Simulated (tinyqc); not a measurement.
Inside a calculation: quantum-confined Stark effect in a modulator well. Values are carried at full precision from step to step, so a last printed digit may differ when a step is redone from the rounded ones.

Constants: hbar^2/2m0 = 3.80998211 eV angstrom^2; e^2/(4 pi eps0) = 14.39964547 eV angstrom; hc = 1239.841984 eV nm.

Parameters, chosen for this exercise (near those of a GaAs well in AlGaAs; shifted at random, so the results belong to these values and not to a real crystal): L = 106 angstrom (well width); me = 0.0646 m0 (electron, well); mh = 0.355 m0 (heavy hole along z, well); F = 43 kV/cm (field); Vc = 0.238 eV (conduction offset); Vv = 0.133 eV (heavy-hole offset); meb = 0.0918 m0 (electron, barrier); mhb = 0.387 m0 (heavy hole, barrier); Eg = 1.42 eV (gap of the well); mp = 0.166 m0 (heavy hole in the plane); eps = 12.5 (dielectric constant); dE = 16 meV (operating point below the zero-field line); G = 10 meV (half width of the exciton line).

## Estimate for hard walls

Second order: each level moves by -C m (e F)^2 L^4/(2c), C = (15/pi^2 - 1)/(24 pi^2), c = hbar^2/2m0, 1 kV/cm = 1e-5 eV/angstrom. It holds while e F L is no more than about twice 3 c pi^2/(m L^2).

Estimate:
```
carrier     shift (meV)  e F L over the level spacing
electron          -0.43                          0.29
heavy hole        -2.39                          1.61
```

The hole, 5.5 times heavier, carries 85 % of the estimated shift; for hard walls second order errs by about 2 % at a ratio of 1 and 13 % at 3.

## Levels and envelopes

Envelopes on cells of 0.5 angstrom over the well |z| < L/2 and 45 angstrom of barrier on each side, psi = 0 beyond, psi'/m continuous (mean mass between points), c = hbar^2/2m0. The electron sees + e F z and the hole - e F z, each with its offset in the barriers; 1 kV/cm = 1e-5 eV/angstrom. Light holes, band mixing and escape by tunnelling are left out.

Ground levels, squared overlap and separation <z>_h - <z>_e without and with the field.

Results:
```
F (kV/cm)  E_e (meV)  E_h (meV)  overlap^2  separation (angstrom)
0              28.23       6.79      0.985                    0.0
43             26.73       2.52      0.730                   25.1
```

The electron level moves by -1.50 meV (3.5 times the hard-wall estimate, since it leaks into the barriers and sees a wider well) and the hole level by -4.27 meV (1.79 times).

## Exciton

Exciton: in-plane function exp(-rho/lam), 1/mu = 1/me + 1/mp, E(lam) = c/(mu lam^2) - (q/eps) times the integral over k of Fm(k)(1 + (k lam/2)^2)^(-3/2), Fm(k) the double integral of psi_e^2 psi_h^2 exp(-k |z - z'|), q = e^2/(4 pi eps0); binding Eb = -E at the minimum. Line at Eg + E_e + E_h - Eb, strength proportional to overlap^2/lam^2.

Minimise over lam without and with the field.

Results:
```
F (kV/cm)  lam (angstrom)  Eb (meV)  line (eV)     nm  overlap^2/lam^2 (1e-4/angstrom^2)
0                   123.1      8.51     1.4465  857.1                             0.6498
43                  131.0      7.88     1.4414  860.2                             0.4257
```

The weaker binding gives back 0.63 meV of the red shift, leaving 5.1 meV; the strength falls to 66 %.

## Contrast at the operating point

With a Gaussian line of half width G, the absorption at E_op = line(0) - dE is proportional to strength x exp(-ln2 ((E_op - line)/G)^2); continuum absorption is left out. Give it at both fields, relative to the zero-field peak.

E_op = 1.4305 eV
wavelength = 866.7 nm

absorption without and with the field: [0.17, 0.29]

The field changes the absorption by +0.12 of the zero-field peak. The zero-field tail still absorbs here, since dE is no more than 2G, which costs insertion loss.

## Checks

- Zero-field levels against the matching condition of the square well, meV: largest difference 4.0e-02.
- Slope d(E_e + E_h)/dF against minus the separation (Hellmann-Feynman), angstrom: both -25.1.

Computed by tinyqc, a small Python program: `OMP_NUM_THREADS=1 python tinyqc.py 1280297 1280298 out.jsonl` (the numbers bound the seed that draws the inputs); one thread of a shared host (Intel(R) Xeon(R) Processor @ 2.30GHz), about 0.2 s for the whole set of steps.
